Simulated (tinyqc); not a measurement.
# Worked calculation: a tight-binding chain with uneven site energies, recursive Green functions

Numbers from tinyqc (`OMP_NUM_THREADS=1 python tinyqc.py 2660109 2660110 out.jsonl`; about 0.02 s on one thread of a shared Intel Xeon 2.30GHz). Printed values are rounded.

The device has N = 7 slices of 1 site(s), nearest-neighbour hopping -t, and site energies U; the leads are semi-infinite continuations with site energy 0. V = <i+1|H|i> = -t 1.

Inputs (values chosen for the exercise):
```
symbol                                       value  unit                        meaning
t                                                1    eV    hopping (matrix element -t)
U       [-0.04, 0.06, 0.18, 0.04, 0.01, 0.3, 0.06]    eV  site energies, slice by slice
E                                            -1.28    eV                         energy
```

Constants: q = 1.602176634e-19 C, h = 6.62607015e-34 J s. Results are converted to the units shown.

## Self-energy of the leads

Sigma = t^2 g(E), g(x) = (x - i sqrt(4 t^2 - x^2))/(2 t^2) for |x| < 2 t and (x - sign(x) sqrt(x^2 - 4 t^2))/(2 t^2) otherwise; Gamma = i (Sigma - Sigma^dagger); both leads give the same.

Sigma = -0.640000-0.768375i eV
Gamma = 1.53675 eV
open modes = 1

## Forward pass

Forward pass: g_1 = (E - H_1 - Sigma)^(-1), g_i = (E - H_i - V g_(i-1) V^dagger)^(-1), with Sigma also subtracted on the last slice; G_(i,1) = g_i V G_(i-1,1), starting from g_1. H_i is the block of slice i, its site energy.

```
site           g_i (1/eV)  G_(i,1) of the forward pass (1/eV)
1     -0.631313-0.808475i                   -0.63131-0.80848i
2     -0.613120-0.699452i                    0.17842-0.93727i
3     -0.701967-0.579766i                    0.66864-0.55449i
4     -0.860658-0.807368i                    1.02315+0.06261i
5     -0.513458-0.965546i                    0.46489+1.02004i
6     -0.515290-0.466494i                   -0.23629+0.74248i
7     -0.118479-0.792080i                   -0.61610-0.09919i
```

## Transmission

G_(N,1) = -0.616103-0.099195i 1/eV

T(E) = Tr[Gamma G_(N,1) Gamma G_(N,1)^dagger]. Conductance (2 q^2/h) T(E).

T(E) = 0.919661
conductance = 71.2562 uS

Inverting the whole matrix gives the same value.

## Backward pass

Backward pass: G_NN = g_N, G_ii = g_i + g_i V^dagger G_(i+1,i+1) V g_i; local density of states -Im G_ii/pi on each site.

```
site          G_ii (1/eV)  local density of states (1/eV)
1      0.156859-0.747750i                        0.238016
2     -0.125603-0.740725i                        0.235780
3     -0.121103-0.552403i                        0.175835
4      0.164838-0.681913i                        0.217060
5      0.136910-0.729150i                        0.232096
6     -0.140165-0.561400i                        0.178699
7     -0.118479-0.792080i                        0.252127
```

A site of an infinite clean chain has 1/(pi sqrt(4 t^2 - x^2)) = 0.207 1/eV at this energy (x counted from the band centre); the device goes from 0.176 (site 3) to 0.252 (site 7).

## States fed from the left, and the bond current

The full first column follows backwards from c_N = G_(N,1): c_i = G_(i,1)(forward) + g_i V^dagger c_(i+1). The density of states fed by the left lead is Gamma |c_i|^2/(2 pi), and the current on bond i is 2 t Gamma Im(c_(i+1) conj(c_i)) in units of T(E).

```
site           c_i (1/eV)  density fed from the left (1/eV)
1      0.156859-0.747750i                          0.142771
2      0.519563-0.569177i                          0.145259
3      0.539355-0.014947i                          0.071204
4      0.267896+0.547355i                          0.090829
5     -0.185733+0.737455i                          0.141450
6     -0.507491+0.403962i                          0.102903
7     -0.616103-0.099195i                          0.095246
```

bond current, bond 1 to 6: 0.919661  0.919661  0.919661  0.919661  0.919661  0.919661

The bond current is the same on every bond and equals T(E): the current is conserved.
